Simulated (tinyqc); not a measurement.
Capacitance measurement on a leaky thin oxide: effects of series resistance and leakage: two steps of the calculation.

The device is a capacitance C in parallel with a leakage conductance G, in series with Rs and Ls. An impedance meter reports either a parallel pair (Cp, Gp) from Y = 1/Z = Gp + i w Cp or a series pair (Cs, Rm) from Z = Rm + 1/(i w Cs); w = 2 pi f, dissipation D = Gp/(w |Cp|).

Inputs (values chosen for the exercise); values of the order met in thin-oxide MOS capacitors: relative permittivity of the gate insulator (close to silicon dioxide) eox = 3.9; insulator thickness tox = 0.99 nm; gate area A = 10000 um^2; oxide-equivalent thickness added by the accumulation layer zc = 0.42 nm; oxide-equivalent thickness added by gate depletion zp = 0 nm; gate leakage current density, not matched to the thickness Jg = 0.00031 A/cm^2; voltage for an e-fold rise of the leakage Vs = 0.26 V; series resistance Rs = 210 ohm; series inductance Ls = 77 nH; measuring frequency f = 1e6 Hz.

Constants: eps0 = 8.8541878128e-14 F/cm where lengths are in cm. Results are converted to the units shown.

Problem 1. True capacitance and conductance. EOT = 3.9 tox/eox; CET = EOT + zc + zp; C = 3.9 eps0 A/CET; G = Jg A/Vs.

Wanted: EOT; CET; C; G.

Solution 1.

EOT = 0.9900 nm
CET = 1.410 nm
C = 244.9 pF
G = 0.1192 uS

Problem 2. What the meter reports. Z = Rs + i w Ls + 1/(G + i w C).

C = 244.90307 pF
G = 0.11923077 uS

Find: Z; Cp; Gp; Cs; D.

Solution 2.

Z = 210.1-649.4i ohm
Cp = 221.9 pF
Gp = 450.9 uS
Cs = 245.1 pF
D = 0.3235

Cp is 9.4 % below C and Cs is 0.075 % above it; G Rs = 2.50e-5, w C Rs = 0.323 and G/(w C) = 7.75e-5.

Computed by the program tinyqc: `OMP_NUM_THREADS=1 python tinyqc.py 2022132 2022133 out.jsonl`, one thread of a shared Intel Xeon 2.30GHz, about 0.01 s for the whole run.
